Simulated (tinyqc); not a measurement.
Small-signal admittance of a forward-biased p+-n diode: admittance against frequency.

Holes injected into a neutral base of width wb with an ohmic contact at its end; low injection, p0 far above the equilibrium density. A small voltage v exp(i w t), w = 2 pi f, modulates the edge density by p0 v/Vt, and the small-signal density obeys Dp d2p/dx2 = (1/tau + i w) p.

L = sqrt(Dp tau); direct current J = (q Dp p0/L) coth(wb/L); k = sqrt(1 + i w tau)/L; diffusion admittance Y = (q Dp p0/Vt) k coth(k wb) = G + i w C_diff; junction capacitance C_j = sqrt(q eps0 eps_r Nd/(2 Vr)) in the depletion approximation, with the remaining barrier Vr = Vt ln(Na/p0), a rough value under forward bias; base-width modulation is left out. Measured admittance 1/[Rs + 1/(Y + i w C_j)].

Parameters, values chosen for the exercise; permittivity close to that of 4H silicon carbide:

| symbol | value | unit | meaning |
|---|---|---|---|
| T | 300 | K | temperature |
| eps_r | 9.7 |  | relative permittivity |
| Nd | 1.8e17 | cm^-3 | donor density of the base |
| Dp | 1.6 | cm^2/s | hole diffusion coefficient |
| tau | 2e-7 | s | hole lifetime |
| wb | 7.4 | um | width of the neutral base |
| p0 | 1.8e14 | cm^-3 | excess hole density at the junction edge |
| Na | 6e19 | cm^-3 | acceptor density of the p+ side |
| Rs | 0.015 | ohm cm^2 | series resistance |

Constants: q = 1.602176634e-19 C, kB = 1.380649e-23 J/K, Vt = kB T/q, eps0 = 8.8541878128e-14 F/cm where lengths are in cm. Results are converted to the units shown.

The same in every row: C_j (uF/cm^2) = 0.1941.

Results:

| f (Hz) | w tau | G (S/cm^2) | C_diff (uF/cm^2) | measured G (S/cm^2) | measured C (uF/cm^2) | phase of the measured Y (degrees) |
|---|---|---|---|---|---|---|
| 3000 | 0.003770 | 3.653 | 0.2249 | 3.463 | 0.3766 | 0.1174 |
| 10000 | 0.01257 | 3.653 | 0.2249 | 3.463 | 0.3766 | 0.3914 |
| 50000 | 0.06283 | 3.653 | 0.2248 | 3.464 | 0.3765 | 1.956 |
| 9e5 | 1.131 | 3.778 | 0.2215 | 3.646 | 0.3718 | 29.97 |
| 4e6 | 5.027 | 5.377 | 0.1799 | 6.008 | 0.3149 | 52.79 |
| 2e7 | 25.13 | 11.41 | 0.08724 | 19.43 | 0.1702 | 47.75 |
| 7e7 | 87.96 | 21.04 | 0.04731 | 46.11 | 0.05657 | 28.35 |
| 3e8 | 377.0 | 43.38 | 0.02295 | 63.94 | 0.005375 | 9.003 |

Estimate the missing row, f = 2e5 Hz.

Computed row:

| f (Hz) | w tau | G (S/cm^2) | C_diff (uF/cm^2) | measured G (S/cm^2) | measured C (uF/cm^2) | phase of the measured Y (degrees) |
|---|---|---|---|---|---|---|
| 2e5 | 0.2513 | 3.659 | 0.2247 | 3.472 | 0.3763 | 7.755 |

With this row back in the table: G starts at J/Vt = 3.65 S/cm^2 and C_diff at (J tau/(2 Vt))(1 - 2 x/sinh 2x) = 0.225 uF/cm^2, x = wb/L = 1.31. Between the last two rows G goes as f^(0.50) and C_diff as f^(-0.50); the limits are 1/2 and -1/2, reached when the signal penetrates only sqrt(Dp/w). The measured C is 10 % below C_diff + C_j in the first row and 98 % below it in the last, the difference being due to Rs.

tinyqc, about 0.01 s, one thread, Intel Xeon 2.30GHz (shared host): `OMP_NUM_THREADS=1 python tinyqc.py 2890228 2890229 out.jsonl`
